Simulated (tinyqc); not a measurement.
Smearing for a one-band metal on the fcc lattice, step by step. Values are carried at full precision from step to step, so a last printed digit may differ when a step is redone from the rounded ones.

Lattice vectors (units of a): a1 = (0, 1/2, 1/2), a2 = (1/2, 0, 1/2), a3 = (1/2, 1/2, 0). E(k) = -t A_1(k) - t2 A_2(k), A_m the sum of cos(k . R) over the 12 nearest and 6 second lattice vectors. Mesh k = sum (j_i/N) b_i, j_i = 0 .. N-1.

Inputs chosen for the exercise:
```
symbol  value  unit  meaning
t       1.47   eV    nearest hopping
t2      0.39   eV    second hopping
N       5            unshifted mesh
ne      0.46         electrons per cell
sigma   0.294  eV    width
```

## Levels on the mesh

Evaluate the band and collect equal energies with their counts.

Distinct levels:
```
E_k (eV),points
-19.9800,1
-12.2686,8
-10.4430,6
-3.7135,12
-0.7595,24
0.2086,8
1.8330,6
3.3995,24
4.0200,24
4.4035,12
```

10 distinct levels; the mean spacing is 2.709 eV.

## Fermi level with Methfessel-Paxton (first order) smearing

With x = (E_k - mu)/sigma: Methfessel-Paxton (first order) f = erfc(x)/2 - x exp(-x^2)/(2 sqrt(pi)), s = (1 - 2 x^2) exp(-x^2)/(4 sqrt(pi)). With weights w = points/N^d (d the dimension), mu solves 2 sum w f = ne; E = 2 sum w f E_k, S = 2 sum w s, F = E - sigma S.

Weights w = points/total. Bisection from the lowest and highest level; ten steps are shown.

Bisection:
```
step,low (eV),high (eV),mu (eV),electrons
1,-19.9800,4.4035,-7.7883,0.2400
2,-7.7883,4.4035,-1.6924,0.4320
3,-1.6924,4.4035,1.3555,0.9419
4,-1.6924,1.3555,-0.1684,0.8145
5,-1.6924,-0.1684,-0.9304,0.4660
6,-1.6924,-0.9304,-1.3114,0.4275
7,-1.3114,-0.9304,-1.1209,0.4184
8,-1.1209,-0.9304,-1.0257,0.4273
9,-1.0257,-0.9304,-0.9780,0.4420
10,-0.9780,-0.9304,-0.9542,0.4527
```

## Occupations and energies

Converge mu, then list x, f and s of each level and form the sums.

mu = -0.9407 eV

x, f and s of each level:
```
E_k (eV),x,f,s
-19.9800,-64.76,1.0000,0.0000
-12.2686,-38.53,1.0000,0.0000
-10.4430,-32.32,1.0000,0.0000
-3.7135,-9.43,1.0000,0.0000
-0.7595,0.62,0.0729,0.0233
0.2086,3.91,0.0000,0.0000
1.8330,9.43,0.0000,0.0000
3.3995,14.76,0.0000,0.0000
4.0200,16.87,0.0000,0.0000
4.4035,18.18,0.0000,0.0000
```

E = -3.6268 eV
S = 0.0089
F = -3.6295 eV
(E + F)/2 = -3.6282 eV

Levels with f between 0.001 and 0.999: 1. For this scheme F itself has no term in sigma^2, so F is the estimate of the energy at zero width. That argument needs a smooth density of states, and the number of distinct levels within 2 sigma of mu is only 1, so it may fail on this mesh.

## Checks

- The slope dF/d sigma by finite differences against -S: both -0.0089302.
- The slope dF/d ne by finite differences against mu (eV): both -0.94066.

Computed by tinyqc, a small Python program: `OMP_NUM_THREADS=1 python tinyqc.py 1681251 1681252 out.jsonl` (the numbers bound the seed that draws the inputs); one thread of a shared host (Intel(R) Xeon(R) Processor @ 2.30GHz), about 0.3 s for the whole set of steps.
